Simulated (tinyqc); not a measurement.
Octagonal on-chip spiral inductor, lumped pi model: one step of the calculation.

Outer diameter do = di + 2 n wd + 2 (n - 1) sp, mean da = (do + di)/2, fill p = (do - di)/(do + di), length l = 3.314 n da. L = 2.25 mu0 n^2 da/(1 + 3.55 p), mu0 = 4 pi 1e-7 H/m. Rs = rho l/(wd delta (1 - exp(-th/delta))), delta = sqrt(rho/(pi f mu0)). Cs = n wd^2 eps0 eo/hu across the coil. At each end Cox = l wd eps0 eo/(2 ho) leads to the substrate branch Rsi = 2 rs he/(l wd) in parallel with Csi = l wd eps0 11.7/(2 he). With one end grounded Y = 1/(Rs + i w L) + i w Cs + 1/[1/(i w Cox) + 1/(1/Rsi + i w Csi)], w = 2 pi f; Q = -Im Y/Re Y. Eddy currents in neighbouring turns and in the substrate are left out.

Task. Admittance, quality factor and apparent inductance. Series branch 1/(Rs + i w L), substrate branch, total Y, Q = -Im Y/Re Y, apparent inductance Im(1/Y)/w, metal-only value w L/Rs, share of the loss in the substrate Re(substrate branch)/Re Y.

Inputs (values chosen for the exercise): frequency f = 4.4 GHz.

L = 0.17647810 nH
Rs = 0.56521307 ohm
Cs = 2.8459889 fF
Cox = 10.081624 fF
Rsi = 5696.7580 ohm
Csi = 1.8184728 fF

Wanted: series branch; substrate branch; Y; Q; apparent inductance; w L/Rs; share of the loss in the substrate.

Result.

series branch = 23.4-202.2i mS
substrate branch = 0.09807+0.09492i mS
Y = 23.5-202.1i mS
Q = 8.589
apparent inductance = 0.1766 nH
w L/Rs = 8.632
share of the loss in the substrate = 0.4168 %

Q is 99.5 % of the metal-only value.

Numbers from tinyqc (`OMP_NUM_THREADS=1 python tinyqc.py 2302127 2302128 out.jsonl`; about 0.01 s on one thread of a shared Intel Xeon 2.30GHz).
